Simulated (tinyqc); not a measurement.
## Inverter chain driving a load

N inverters, each f = Hc^(1/N) times larger than the one before: delay tau N (f + pp). Switched capacitance in units of the first input, with output capacitance pp times the input: Hc + (1 + pp)(Hc - 1)/(f - 1).

Parameters, values chosen for the exercise:
- Hc = 500 (load over the input capacitance of the chain)
- pp = 1.5 (parasitic delay of an inverter)
- tau = 2.9 ps (delay unit)

Result of one run:
```
f,delay (ps),switched capacitance
2.430,79.77,1373
```

Which number of stages N gave this result: 2, 4, 5, 6 or 7?

N = 7.

The whole series:
```
N,f,delay (ps),switched capacitance
2,22.36,138.4,558.4
3,7.937,82.10,679.8
4,4.729,72.25,834.6
5,3.466,72.00,1006
6,2.817,75.12,1186
7,2.430,79.77,1373
8,2.175,85.25,1562
9,1.995,91.21,1754
```

The delay goes from 138 through a minimum of 72.0 (at N = 5 among the rows listed) to 91.2 ps. The best stage effort solves pp + rho (1 - ln rho) = 0, rho = 3.97, which gives N = ln Hc/ln rho = 4.51. One stage fewer than the best costs 0.35 % in delay and saves 17 % of the switched capacitance.

Numbers from tinyqc (`OMP_NUM_THREADS=1 python tinyqc.py 2082094 2082095 out.jsonl`; about 0.01 s on one thread of a shared Intel Xeon 2.30GHz).
